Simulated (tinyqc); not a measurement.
As the film thickens, and with more bath resistance: electroplating on a thin resistive seed layer: kinetics, Wagner number and the terminal effect across a wafer. Computed by tinyqc, a small Python program. Command: `OMP_NUM_THREADS=1 python tinyqc.py 3120457 3120458 out.jsonl terminal walk`. One thread of a shared host (Intel(R) Xeon(R) Processor @ 2.30GHz), about 0.02 s of CPU time with the checks.

Current enters the seed at the rim. The bath is treated as a local resistance per area (no lateral flow in the liquid), two electrons per ion, molar volume 7.11 cm^3/mol, Faraday constant F = e N_A, kinematic viscosity 0.01 cm^2/s, omega = 2 pi x rpm/60; k_B T/e is in volts.

Inputs (values chosen for the exercise, of the order of those for copper plating from an acid sulfate bath):
```
quantity,value,unit
wafer radius R,15,cm
seed thickness t,19,nm
seed resistivity,20,microohm cm
bath conductivity kappa,0.14,S/cm
gap to the anode h,4.2,cm
extra resistance of a porous plate,290,ohm cm^2
exchange current density i_0,0.04,mA/cm^2
cathodic transfer coefficient alpha,0.62,-
mean current density,15,mA/cm^2
diffusivity of the metal ion,6.8e-06,cm^2/s
metal ion concentration,0.38,mol/L
rotation rate,30,rpm
temperature T,298,K
```

Constants: e = 1.602176634e-19 C; N_A = 6.02214076e+23 1/mol; k_B = 8.617333262e-05 eV/K.

Method:
- Growth rate = i V_m/(2 F). Levich limit i_L = 0.62 x 2 F D^(2/3) omega^(1/2) nu^(-1/6) c. Tafel overpotential eta = (k_B T/(alpha e)) ln(i/i_0); kinetic resistance k_B T/(alpha e i); bath resistance h/kappa + plate; R_s = resistivity/t; Wagner number = kinetic resistance x kappa/R.
- Full model: seed potential phi(r) with (1/r)(r phi')' = R_s i, where i solves phi = R_b i + (k_B T/(alpha e)) ln(i/i_0) (phi being the driving voltage left at r); phi'(0) = 0 and phi'(R) = R_s i_mean R/2. Solved by collocation to a tolerance of 1e-7.
- The film is taken as uniform, with the seed resistivity; the last column adds 100 ohm cm^2 to R_b. Extra power of that plate = i^2 x 100 ohm cm^2 x area.

sheet resistance R_s = 10.5263 ohm/square

bath resistance R_b = 320 ohm cm^2

Edge over centre:
```
thickness (nm),R_s (ohm/square),as given,with 100 ohm cm^2 more
19.0,10.526,3.8607,2.9719
28.5,7.018,2.6498,2.1750
38.0,5.263,2.1495,1.8326
57.0,3.509,1.7114,1.5242
95.0,2.105,1.4019,1.3003
190.0,1.053,1.1920,1.1450
380.0,0.526,1.0938,1.0713
```

extra power = 15.904 W

What follows from these numbers?

The ratio falls below 1.1 from 380 nm on as given, and from 380 nm on with the added resistance: what counts is R_s R^2 against the sum of kinetic and bath resistance.
